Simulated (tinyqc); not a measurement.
What each value does: bond-orbital model of a tetrahedral semiconductor (Harrison's universal couplings).

Hybrid level eh = (es + 3 ep)/4; metallic energy V1 = (ep - es)/4 for each atom; covalent energy V2 = 3.22 hbar^2/(m d^2); polar energy V3 = (ehc - eha)/2; hbar^2/m = 2c, c = hbar^2/2m0. Polarity ap = V3/sqrt(V2^2 + V3^2), covalency ac = V2/sqrt(V2^2 + V3^2). p-p coupling at Gamma Exx = (4/3)(2.22 - 2 x 0.63) hbar^2/(m d^2) = 1.28 hbar^2/(m d^2), s-s coupling Ess = 4 x 1.32 hbar^2/(m d^2).

Constants: hbar^2/2m0 = 3.80998211 eV angstrom^2.

Parameters, chosen for this exercise (near tabulated values for InP; the model gives trends, and its gaps can be far from the real ones; not measured data):
```
symbol  value   unit      meaning
esc     -10.2   eV        s level, cation
epc     -5.44   eV        p level, cation
esa     -19.35  eV        s level, anion
epa     -9.63   eV        p level, anion
d       2.54    angstrom  bond length
```

The bond-antibond splitting is 2 sqrt(V2^2 + V3^2). E0 is the upper root of [[esa, 5.28 u], [5.28 u, esc]] less the lower root of [[epa, 1.28 u], [1.28 u, epc]], u = hbar^2/(m d^2).

One parameter was then changed.

Results before and after:
```
case         ap  bond-antibond splitting (eV)  Ev (eV)  E0 (eV)
base     0.5810                         9.346  -10.119    3.078
changed  0.6067                         9.568  -10.075    3.034
```

Which of these changes was made? (a) esc = -9.7 eV; (b) epa = -9.13 eV; (c) d = 2.59 angstrom; (d) esa = -18.85 eV; (e) epc = -4.94 eV.

Answer: (e) epc = -4.94 eV. Of the candidates, run in turn, only this one gives the changed row.

All candidates:
```
case                   ap  bond-antibond splitting (eV)  Ev (eV)  E0 (eV)
base               0.5810                         9.346  -10.119    3.078
esc = -9.7 eV      0.5898                         9.419  -10.119    3.478
epc = -4.94 eV     0.6067                         9.568  -10.075    3.034
esa = -18.85 eV    0.5721                         9.274  -10.119    3.183
epa = -9.13 eV     0.5535                         9.133   -9.670    2.630
d = 2.59 angstrom  0.5960                         9.110  -10.085    2.854
```

(tinyqc, `OMP_NUM_THREADS=1 python tinyqc.py 1450803 1450804 out.jsonl`, Intel(R) Xeon(R) Processor @ 2.30GHz, 1 thread, shared host, about 0.01 s.)
